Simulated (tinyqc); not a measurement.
# Series resistance and mobility from two gate lengths

Problem. At small Vds the total resistance times width is 2 Rs + L/(mu Q), with the same mu and Q at both lengths. Find mu and Rs.

total resistance at L = 30 and 120 nm (ohm um): 798.41270  1393.6508
Q = 0.84 uC/cm^2

Answer. The slope against L is 1/(mu Q), and the intercept at L = 0 is 2 Rs.

mu = 180 cm^2/(V s)
Rs = 300 ohm um

Numbers from tinyqc (`OMP_NUM_THREADS=1 python tinyqc.py 2380146 2380147 out.jsonl`; about 0.02 s on one thread of a shared Intel Xeon 2.30GHz).
